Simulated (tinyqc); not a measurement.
Compensation sets the slope of the freeze-out: donors with valley-orbit split 1s states.

Each donor binds at most one electron, in any of its states. For a site s, W_s = sum over its states of g exp(E/kT), and the ionised share is 1/(1 + W_s exp(eta)), eta = (EF - Ec)/kT; n = Nc F_1/2(eta); neutrality n + NA = ND x (mean ionised share); holes are neglected. Nc from N = 2 (m kB T/(4 pi c))^(3/2) with c = hbar^2/2m0, in 1/angstrom^3; times 1e24 for 1/cm^3, m = md. F_j(eta) = (1/Gamma(j + 1)) integral_0^infinity x^j dx/(1 + exp(x - eta)), which tends to exp(eta) for eta << 0.

Constants: hbar^2/2m0 = 3.80998211 eV angstrom^2; kB = 8.617333262e-05 eV/K.

Inputs chosen for the exercise (near those of Sb in Si; shifted at random, so the results belong to these values and not to a real crystal):
- md = 1.039 m0 (density-of-states mass of the conduction band)
- E = (44.4, 34.4, 32.4) meV (binding energies of 1s(A1), 1s(T2), 1s(E))
- g = (2, 6, 4) (their degeneracies with spin)
- ND = 1.7e+16 1/cm^3 (donors)

NA = K ND. The slope energy is -d ln(n T^(-p))/d(1/kT) between 30 and 36 K, with p = 3/4 for K = 0 and p = 3/2 otherwise.

Results:
```
K,n(30 K) (1/cm^3),n(36 K) (1/cm^3),slope energy (meV)
0,1.51e+13,7.00e+13,21.63
0.0010,8.86e+12,6.20e+13,25.93
0.010,1.33e+12,2.50e+13,41.28
0.050,2.56e+11,5.46e+12,43.20
0.20,5.40e+10,1.16e+12,43.30
0.50,1.35e+10,2.89e+11,43.30
```

What does the comparison show, and why?

Without acceptors the slope is 21.63 meV, against half the ground-state energy, 22.20; with K = 0.05 it is 43.20 meV, against the full 44.4. The full energy (less a few meV where excited levels lie within a few kT) shows where n is far below NA, since the acceptors then hold EF near the donor level: n(36 K)/NA is 3.6 for K = 0.001 and 0.0064 for K = 0.05; for K = 0.001 the sample is still in or near the uncompensated regime, where p = 3/2 is the wrong power, so that slope means little.

(tinyqc, `OMP_NUM_THREADS=1 python tinyqc.py 1651964 1651965 out.jsonl`, Intel(R) Xeon(R) Processor @ 2.30GHz, 1 thread, shared host, about 0.01 s.)
